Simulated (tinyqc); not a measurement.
Changing the band gap at 300 K, E_g: band-to-band tunnelling and avalanche in a reverse-biased abrupt junction. Computed by tinyqc, a small Python program. Command: `OMP_NUM_THREADS=1 python tinyqc.py 3028635 3028636 out.jsonl zener sweep`. One thread of a shared host (Intel(R) Xeon(R) Processor @ 2.30GHz), about 0.04 s of CPU time with the checks.

Direct Kane tunnelling in the local field (for indirect gaps the mass is an effective fit) and one ionisation coefficient for both carriers. N is the doping of the light side, or N_A N_D/(N_A + N_D) for the symmetric junction; the built-in voltage is taken as E_g/e.

Inputs (values chosen for the exercise, modelled on silicon):
```
quantity                                               value    unit
gap narrowing with temperature, -dE_g/dT                0.26   meV/K
reduced tunnelling mass m_r                             0.21     m_0
permittivity eps                                        11.7       -
ionisation prefactor a                               1.2e+06    1/cm
ionisation field at 300 K, b                        1.57e+06    V/cm
relative rise of b with temperature                      7.5  1e-4/K
effective doping N                                   5.3e+17  1/cm^3
reverse bias V_R                                         3.5       V
current density that defines tunnel breakdown, J_0       0.1  A/cm^2
temperature T                                            200       K
```

Junction: one-sided.

Constants: eps_0 = 8.8541878128e-12 F/m; e = 1.602176634e-19 C; m_0 = 9.1093837015e-31 kg; hbar = 1.054571817e-34 J s.

Method:
- E_g(T) = E_g - (T - 300 K)(-dE_g/dT); b(T) = b [1 + (rise)(T - 300 K)]; w = sqrt(2 eps eps_0 (V_R + E_g/e)/(e N)); F_m = 2 (V_R + E_g/e)/w; the field falls linearly from F_m to 0 across w.
- Kane: G(F) = A F^2 exp(-B/F), A = e^2 sqrt(m_r)/(18 pi hbar^2 sqrt(E_g)), B = pi sqrt(m_r) E_g^(3/2)/(2 e hbar), SI units; J = e int G dx x V_R/(V_R + E_g/e), the last factor making J vanish at zero bias; int G dx = (w/F_m) int_0^F_m G dF by 64 Gauss-Legendre points.
- Avalanche: I = (w/F_m) int_0^F_m a exp(-b/F) dF by 64 Gauss-Legendre points, M = 1/(1 - I), breakdown at I = 1.
- V_Z solves J = J_0 and V_A solves I = 1; the lower one is the breakdown voltage; temperature coefficients by a central difference of +/- 10 K.

One run for each value:
```
band gap at 300 K, E_g (eV)  tunnel current density (A/cm^2)  B (MV/cm)  tunnel breakdown V_Z (V)
0.56                                              1.8347e+01     11.698                     1.874
0.71                                              5.4033e-02     16.465                     3.725
0.86                                              1.1106e-04     21.747                     6.388
1.00                                              2.6115e-07     27.100                     9.704
1.10                                              2.9958e-09     31.157                    12.615
1.40                                              2.4472e-15     44.405                    24.395
1.60                                              1.3881e-19     54.067                    35.087
```

Give the missing row, band gap at 300 K, E_g (eV) = 1.30.

Computed row:
```
band gap at 300 K, E_g (eV)  tunnel current density (A/cm^2)  B (MV/cm)  tunnel breakdown V_Z (V)
1.30                                              2.8750e-13     39.817                    19.930
```

Interpolating between the two neighbouring rows (linearly) misses most in tunnel current density (A/cm^2), by a factor of 3500. Over the rows, tunnel current density (A/cm^2) falls from 18.3 to 1.39e-19 (exponent d ln y / d ln x -25 between the first rows and -73 between the last); B (MV/cm) rises from 11.7 to 54.1 (exponent d ln y / d ln x about 1.5 throughout); tunnel breakdown V_Z (V) rises from 1.87 to 35.1 (exponent d ln y / d ln x 2.9 between the first rows and 2.7 between the last). B grows as E_g^(3/2) at fixed mass, which is why narrow-gap channels leak by tunnelling.

Caution (rows 1.00, 1.10, 1.30, 1.40, 1.60): V_A is below about 5 E_g/e, where the local law understates it, since it ignores the distance a carrier needs to reach the ionisation energy.
